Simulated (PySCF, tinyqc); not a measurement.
Starting guesses with DIIS over 6 matrices: SCF starting guesses in the sto-3g basis, for H6, spin multiplicity 1. Computed by the program tinyqc with PySCF. 

Geometry (angstrom):
```
atom       x       y       z
H     0.0000  0.0000  0.0000
H     0.0000  0.0000  1.1590
H     0.0000  0.0000  2.3590
H     0.0000  0.0000  3.5180
H     0.0000  0.0000  4.7180
H     0.0000  0.0000  5.8770
```

lowest restricted solution found by these runs and by PySCF = -3.040057 hartree

RHF with one setting changed at a time; a run stops when the energy changes by less than 1e-09 hartree and the error matrix is below 1e-5. Starts: the lowest orbitals of the core Hamiltonian, of the Wolfsberg-Helmholz matrix (K = 1.75), projected atomic densities, random orbitals, and the highest orbitals of the core Hamiltonian (a deliberately bad start).

Largest element of the error matrix X^T (FDS - SDF) X:
```
iteration     core  Wolfsberg-Helmholz  atomic densities   random  highest core orbitals
1          4.1e-01             1.5e-01           2.6e-02  3.6e-01                7.1e-02
2          8.4e-02             2.7e-02           4.0e-02  3.2e-01                3.7e-01
3          1.9e-02             1.2e-02           3.8e-02  6.9e-02                3.7e-01
4          2.9e-03             4.5e-04           1.5e-02  1.2e-02                3.7e-01
5          1.8e-04             5.3e-05           1.3e-03  3.0e-03                3.5e-01
6          3.4e-06             7.0e-07           2.9e-04  5.8e-04                1.0e-01
8                -                   -           5.9e-09  4.5e-06                3.5e-02
10               -                   -                 -        -                1.1e-03
```

How each run ends:
```
run                    iterations  E (hartree)         state
core                            7     -3.04006  lowest found
Wolfsberg-Helmholz              7     -3.04006  lowest found
atomic densities                8     -3.04006  lowest found
random                          9     -3.04006  lowest found
highest core orbitals          13     -3.04006  lowest found
```

5 of 5 runs reach the lowest restricted solution found, in 7 to 13 iterations (fastest: core, Wolfsberg-Helmholz). The first errors are 4e-01, 1e-01, 3e-02, 4e-01, 7e-02. The restricted reference is unstable here: a spin-polarised solution lies 0.0209 hartree lower (PySCF), so results built on it describe a poor reference.
